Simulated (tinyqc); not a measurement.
Length of a polyene: Hueckel, PPP and singles CI along the polyenes. Computed by the program tinyqc. Command: `OMP_NUM_THREADS=1 python tinyqc.py 110482 110483 out.jsonl`; one thread of a shared host (Intel(R) Xeon(R) Processor @ 2.60GHz), about 0.08 s.

All-trans chains of carbon centres 1.40 angstrom apart:
```
parameter,value
"beta (eV), times 1 +/- alternation",-2.300000
alternation,0.100000
W (eV),11.160000
gamma_rr (eV),10.270000
repulsion formula,Ohno
```

Hueckel uses the same beta without repulsion; CIS keeps all single excitations and so misses the low, doubly excited 2Ag state. W is the valence ionisation energy of a centre, MN the Mataga-Nishimoto formula, f the oscillator strength.

Gaps and excitations (eV):
```
centres,Hueckel gap,PPP orbital gap,bright singlet (CIS),f,lowest triplet (CIS)
2,5.0600,12.3275,6.5612,0.5625,3.5588
4,3.3970,9.9580,5.2108,1.0298,2.6302
6,2.6368,8.7754,4.4292,1.4274,2.1909
8,2.2079,8.0842,3.9347,1.7816,1.9582
10,1.9346,7.6413,3.6010,2.1059,1.8222
12,1.7464,7.3396,3.3655,2.4113,1.7368
```

The Hueckel gap tends to 4 x alternation x |beta| = 0.92 eV for long chains. Exchange opens the PPP orbital gap, and the attraction of electron and hole brings the bright state 3.97 eV below it at 12 centres; the triplet lies 1.63 eV lower still.
